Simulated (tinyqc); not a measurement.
Surface Green function of a zigzag honeycomb ribbon two chains wide, Sancho-Rubio decimation: two steps of the calculation.

A semi-infinite lead of cells 0, 1, 2, ... with H0 inside a cell and H1 = <cell i|H|cell i + 1>. Cell of four sites joined 1-2-3-4 by -t; site 2 joins site 1 of the next cell and site 3 joins site 4 of the next cell. z = E + i eta.

Parameters, values chosen for the exercise: energy E = -1.99 eV; broadening eta = 0.1 eV.

Task 1. Decimation. Start with e_s = e = H0, a = H1, b = H1^dagger. Each round: g = (z - e)^(-1); e_s <- e_s + a g b; e <- e + a g b + b g a; a <- a g a; b <- b g b (all with the old a, b). Round k joins cells 2^k apart.

e_s after round 1 (eV):
```
,1,2,3,4
1,0.2300000+0.0000000i,-1.0000000+0.0000000i,0.0000000+0.0000000i,0.0000000+0.0000000i
2,-1.0000000+0.0000000i,-0.9428619-0.1083552i,-1.1931439-0.0849557i,0.0000000+0.0000000i
3,0.0000000+0.0000000i,-1.1931439-0.0849557i,-0.6669746-0.1471362i,-1.0000000+0.0000000i
4,0.0000000+0.0000000i,0.0000000+0.0000000i,-1.0000000+0.0000000i,-0.2300000+0.0000000i
```

e after round 1 (eV):
```
,1,2,3,4
1,-1.1042497-0.3164235i,-1.0000000+0.0000000i,0.0000000+0.0000000i,-0.7865329-0.2542180i
2,-1.0000000+0.0000000i,-0.9428619-0.1083552i,-1.1931439-0.0849557i,0.0000000+0.0000000i
3,0.0000000+0.0000000i,-1.1931439-0.0849557i,-0.6669746-0.1471362i,-1.0000000+0.0000000i
4,-0.7865329-0.2542180i,0.0000000+0.0000000i,-1.0000000+0.0000000i,-1.2912908-0.2385628i
```

a after round 1 (eV):
```
,1,2,3,4
1,0.00000000+0.00000000i,0.00000000+0.00000000i,0.00000000+0.00000000i,0.00000000+0.00000000i
2,-0.59338895-0.16926233i,0.00000000+0.00000000i,0.00000000+0.00000000i,-0.34842888-0.13020761i
3,-0.43727509-0.16928723i,0.00000000+0.00000000i,0.00000000+0.00000000i,-0.59338895-0.16926233i
4,0.00000000+0.00000000i,0.00000000+0.00000000i,0.00000000+0.00000000i,0.00000000+0.00000000i
```

b after round 1 (eV):
```
,1,2,3,4
1,0.00000000+0.00000000i,-0.59338895-0.16926233i,-0.43727509-0.16928723i,0.00000000+0.00000000i
2,0.00000000+0.00000000i,0.00000000+0.00000000i,0.00000000+0.00000000i,0.00000000+0.00000000i
3,0.00000000+0.00000000i,0.00000000+0.00000000i,0.00000000+0.00000000i,0.00000000+0.00000000i
4,0.00000000+0.00000000i,-0.34842888-0.13020761i,-0.59338895-0.16926233i,0.00000000+0.00000000i
```

Wanted: g; e_s after round 2; e after round 2; a after round 2; b after round 2.

Result 1.

g (1/eV):
```
,1,2,3,4
1,-0.3861-0.1622i,0.2398-0.0300i,0.5310+0.0299i,0.4212-0.0762i
2,0.2398-0.0300i,-0.3146-0.3323i,0.2865-0.2320i,0.6688+0.0456i
3,0.5310+0.0299i,0.2865-0.2320i,-0.2526-0.2607i,0.2398-0.0300i
4,0.4212-0.0762i,0.6688+0.0456i,0.2398-0.0300i,-0.4843-0.2102i
```

e_s after round 2 (eV):
```
,1,2,3,4
1,0.230+0.000i,-1.000+0.000i,0.000+0.000i,0.000+0.000i
2,-1.000+0.000i,-0.890-0.218i,-1.100-0.196i,0.000+0.000i
3,0.000+0.000i,-1.100-0.196i,-0.599-0.284i,-1.000+0.000i
4,0.000+0.000i,0.000+0.000i,-1.000+0.000i,-0.230+0.000i
```

e after round 2 (eV):
```
,1,2,3,4
1,-0.929-0.574i,-1.000+0.000i,0.000+0.000i,-0.609-0.477i
2,-1.000+0.000i,-0.890-0.218i,-1.100-0.196i,0.000+0.000i
3,0.000+0.000i,-1.100-0.196i,-0.599-0.284i,-1.000+0.000i
4,-0.609-0.477i,0.000+0.000i,-1.000+0.000i,-1.154-0.445i
```

a after round 2 (eV):
```
,1,2,3,4
1,0.0000+0.0000i,0.0000+0.0000i,0.0000+0.0000i,0.0000+0.0000i
2,0.3530+0.2614i,0.0000+0.0000i,0.0000+0.0000i,0.3282+0.2360i
3,0.4103+0.3024i,0.0000+0.0000i,0.0000+0.0000i,0.3530+0.2614i
4,0.0000+0.0000i,0.0000+0.0000i,0.0000+0.0000i,0.0000+0.0000i
```

b after round 2 (eV):
```
,1,2,3,4
1,0.0000+0.0000i,0.3530+0.2614i,0.4103+0.3024i,0.0000+0.0000i
2,0.0000+0.0000i,0.0000+0.0000i,0.0000+0.0000i,0.0000+0.0000i
3,0.0000+0.0000i,0.0000+0.0000i,0.0000+0.0000i,0.0000+0.0000i
4,0.0000+0.0000i,0.3282+0.2360i,0.3530+0.2614i,0.0000+0.0000i
```

Task 2. Self-energy, Dyson check and densities of states. Sigma = H1 g_s H1^dagger is what the lead adds to one more cell, and (z - H0 - Sigma)^(-1) must give g_s back. Densities of states: -Im of the diagonals over pi.

H0 (eV):
```
,1,2,3,4
1,0.23,-1,0,0
2,-1,-0.23,-1,0
3,0,-1,0.23,-1
4,0,0,-1,-0.23
```

H1 (eV):
```
,1,2,3,4
1,0,0,0,0
2,-1,0,0,0
3,0,0,0,-1
4,0,0,0,0
```

converged surface Green function g_s (1/eV):
```
,1,2,3,4
1,-0.49381072-0.22544412i,-0.11880420-0.45110486i,0.13385773-0.36636785i,0.08760020-0.20318627i
2,-0.11880420-0.45110486i,-0.30885581-0.98957238i,0.26052738-0.82672241i,0.17415383-0.45983354i
3,0.13385773-0.36636785i,0.26052738-0.82672241i,-0.25420588-0.78206414i,-0.11880420-0.45110486i
4,0.08760020-0.20318627i,0.17415383-0.45983354i,-0.11880420-0.45110486i,-0.61912244-0.29148699i
```

converged bulk Green function (1/eV):
```
,1,2,3,4
1,-0.41105652-0.26717878i,0.03036832-0.27601562i,0.35414901-0.17991088i,0.41272580-0.18099385i
2,0.03036832-0.27601562i,-0.34754124-0.59125478i,0.26846530-0.45382305i,0.44907595-0.22153946i
3,0.35414901-0.17991088i,0.26846530-0.45382305i,-0.28118141-0.46575335i,0.03036832-0.27601562i
4,0.41272580-0.18099385i,0.44907595-0.22153946i,0.03036832-0.27601562i,-0.51419114-0.34286952i
```

Find: Sigma; (z - H0 - Sigma)^(-1); surface density of states; bulk density of states.

Result 2.

Sigma (eV):
```
,1,2,3,4
1,0.00000+0.00000i,0.00000+0.00000i,0.00000+0.00000i,0.00000+0.00000i
2,0.00000+0.00000i,-0.49381-0.22544i,0.08760-0.20319i,0.00000+0.00000i
3,0.00000+0.00000i,0.08760-0.20319i,-0.61912-0.29149i,0.00000+0.00000i
4,0.00000+0.00000i,0.00000+0.00000i,0.00000+0.00000i,0.00000+0.00000i
```

(z - H0 - Sigma)^(-1) (1/eV):
```
,1,2,3,4
1,-0.49381-0.22544i,-0.11880-0.45110i,0.13386-0.36637i,0.08760-0.20319i
2,-0.11880-0.45110i,-0.30886-0.98957i,0.26053-0.82672i,0.17415-0.45983i
3,0.13386-0.36637i,0.26053-0.82672i,-0.25421-0.78206i,-0.11880-0.45110i
4,0.08760-0.20319i,0.17415-0.45983i,-0.11880-0.45110i,-0.61912-0.29149i
```

```
orbital,surface density of states (1/eV),bulk density of states (1/eV)
1,0.07176,0.08505
2,0.31499,0.18820
3,0.24894,0.14825
4,0.09278,0.10914
```

Computed by the program tinyqc: `OMP_NUM_THREADS=1 python tinyqc.py 2680132 2680133 out.jsonl`, one thread of a shared Intel Xeon 2.30GHz, about 0.08 s for the whole run.
